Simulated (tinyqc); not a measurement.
What moves the results: coherent potential approximation for a binary alloy with a semi-elliptic band. A value that a table varies takes the place of the one given here.

Site levels eA = -x d (share 1 - x) and eB = (1 - x) d (share x), so that their mean, the virtual crystal, is 0. Pure band: G0(z) = 2 (z - sqrt(z - W) sqrt(z + W))/W^2 with principal roots, density -Im G/pi per site. The medium has a self-energy S(z), G = G0(z - S), z = E + i eta. t_i = (e_i - S)/(1 - (e_i - S) G); the CPA demands <t> = (1 - x) tA + x tB = 0. Iteration: start at S = 0, set S(new) = S + <t>/(1 + <t> G), stop when |<t>| < 1e-9 eV.

Inputs chosen for the exercise:
- W = 2.8 eV (half width of the pure band)
- x = 0.17 (fraction of B)
- d = 0.62 eV (eB - eA)
- eta = 0.056 eV (broadening)
- E1 = -2.9 eV (first energy)
- dE = 0.44 eV (step)
- E = -0.68 eV (energy)

## Virtual crystal, CPA and unmixed bands

Fifteen energies E1 + j dE. Virtual crystal: G0(z). Unmixed: (1 - x) G0(z - eA) + x G0(z - eB), the limit of large separate grains.

Densities (1/eV) and self-energy (eV):
```
E (eV)  virtual crystal     CPA  unmixed     Re S     Im S
-2.90            0.0123  0.0147   0.0249  -0.0243  -0.0016
-2.46            0.1045  0.1076   0.1001  -0.0269  -0.0113
-2.02            0.1530  0.1538   0.1498  -0.0252  -0.0172
-1.58            0.1832  0.1828   0.1816  -0.0229  -0.0219
-1.14            0.2032  0.2019   0.2021  -0.0202  -0.0261
-0.70            0.2156  0.2136   0.2147  -0.0170  -0.0299
-0.26            0.2219  0.2193   0.2211  -0.0131  -0.0335
0.18             0.2224  0.2195   0.2216  -0.0083  -0.0366
0.62             0.2172  0.2141   0.2164  -0.0026  -0.0393
1.06             0.2060  0.2029   0.2050   0.0045  -0.0411
1.50             0.1875  0.1850   0.1863   0.0130  -0.0413
1.94             0.1595  0.1584   0.1577   0.0232  -0.0387
2.38             0.1155  0.1178   0.1116   0.0345  -0.0312
2.82             0.0227  0.0361   0.0302   0.0428  -0.0099
3.26             0.0043  0.0046   0.0106   0.0265  -0.0011
```

d/W = 0.22. CPA and virtual crystal differ by at most 0.013 1/eV, at 2.82 eV, against a peak of 0.227 for the pure band. |Im S| is largest at 1.50 eV (Im S = -0.041 eV); where the density is near zero this is no damping of states. On these rows the CPA density keeps one maximum: the bands are amalgamated.

## Bowing of the band edge from disorder

For eta = 0 the CPA reads G = (1 - x)/(y - eA) + x/(y - eB) with y = E - W^2 G/4; the lower edge is the maximum of E(y) = y + W^2 G(y)/4 for y < eA. The virtual crystal puts it at -W. Second order: -W - 2 x (1 - x) d^2/W, from S = x (1 - x) d^2 G0(-W), G0(-W) = -2/W.

Lower edge (eV):
```
x        edge  edge + W  second order  (edge + W)/(x (1 - x))
0.05  -2.8093   -0.0093       -0.0130                 -0.1952
0.10  -2.8180   -0.0180       -0.0247                 -0.2005
0.25  -2.8410   -0.0410       -0.0515                 -0.2185
0.40  -2.8579   -0.0579       -0.0659                 -0.2411
0.50  -2.8649   -0.0649       -0.0686                 -0.2598
0.60  -2.8678   -0.0678       -0.0659                 -0.2825
0.75  -2.8616   -0.0616       -0.0515                 -0.3287
0.90  -2.8363   -0.0363       -0.0247                 -0.4033
0.95  -2.8210   -0.0210       -0.0130                 -0.4412
```

second-order coefficient = -0.2746 eV

Disorder pushes the edge below the virtual crystal, most at x = 0.6 (-68 meV). The coefficient runs from -0.195 at x = 0.05 to -0.441 eV at 0.95, against -0.275 in second order: it depends strongly on x and is largest in size where the low-lying A atoms are dilute and act as attractive impurities.

## When the band splits

x as given, d varied, eta as given. The density is taken at E = (eA + eB)/2 and at E = eA + eB = (1 - 2x) d, where S has its pole for well split bands; a gap shows as a density of the size of the broadening tail.

Between the two levels:
```
d/W  d (eV)  density at the midpoint (1/eV)  density at (1 - 2x) d (1/eV)  Im S at the midpoint (eV)
0.2    0.56                          0.2199                        0.2184                     -0.030
0.4    1.12                          0.2117                        0.2043                     -0.111
0.6    1.68                          0.1995                        0.1786                     -0.213
0.8    2.24                          0.1847                        0.1347                     -0.298
1.0    2.80                          0.1675                        0.0418                     -0.347
1.2    3.36                          0.1466                        0.0224                     -0.355
1.5    4.20                          0.1024                        0.0179                     -0.293
2.0    5.60                          0.0057                        0.0070                     -0.064
```

The midpoint density falls from 0.220 to 0.0057 1/eV; it first drops below a tenth of the pure peak (0.023) at d/W = 2. At (1 - 2x) d the density drops below that mark at d/W = 1.2, so the bands have parted by then (this mark lags the true splitting), and is least, 0.0070, at d/W = 2. For x = 1/2 the two coincide and the band splits at d = W exactly; here x = 0.17. The size of Im Sigma at the midpoint is largest at d/W = 1.2. It is a lifetime only where the density there is finite; for well separated bands, d/W above 1/(2 sqrt(x (1 - x))), S has a pole in the gap at (1 - 2x) d.

## What each parameter does

Converged values at E. Each row changes one parameter from the base and keeps the others.

Results:
```
case            Re S (eV)  Im S (eV)  density (1/eV)
base              -0.0168    -0.0301          0.2140
W = 3.08 eV       -0.0144    -0.0285          0.1962
x = 0.22          -0.0196    -0.0380          0.2135
d = 0.682 eV      -0.0210    -0.0354          0.2137
eta = 0.112 eV    -0.0164    -0.0296          0.2097
E = -0.4 eV       -0.0144    -0.0324          0.2181
```

The largest shifts from the base row, up to three for each result and ties (the steps differ in size, so this ranks the rows, not the parameters). Re S (eV): d -0.0042, x -0.0028, W +0.0024, E +0.0024. Im S (eV): x -0.0079, d -0.0054, E -0.0023. density (1/eV): W -0.0178, eta -0.0043, E +0.0041.

Computed by tinyqc, a small Python program: `OMP_NUM_THREADS=1 python tinyqc.py 1481741 1481742 out.jsonl` (the numbers bound the seed that draws the inputs); one thread of a shared host (Intel(R) Xeon(R) Processor @ 2.30GHz), about 0.01 s for the whole set of steps.
